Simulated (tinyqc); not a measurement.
Lifetime from the storage time.

Question. In the charge-control model of a long diode dQ/dt = -Ir - Q/tau after the current is switched from If to -Ir, with Q(0) = If tau; the storage time ends at Q = 0. Find tau, the stored charge and the share of it that leaves through the terminals.

forward and reverse current (mA): 1.2  5.2
storage time = 37.375086 ns

Solution. Integrating gives ts = tau ln(1 + If/Ir). The extracted charge is Ir ts; the rest recombines.

tau = 180 ns
stored charge = 0.216 nC
share extracted = 90.0 %

Computed by the program tinyqc: `OMP_NUM_THREADS=1 python tinyqc.py 2230140 2230141 out.jsonl`, one thread of a shared Intel Xeon 2.30GHz, about 0.01 s for the whole run.
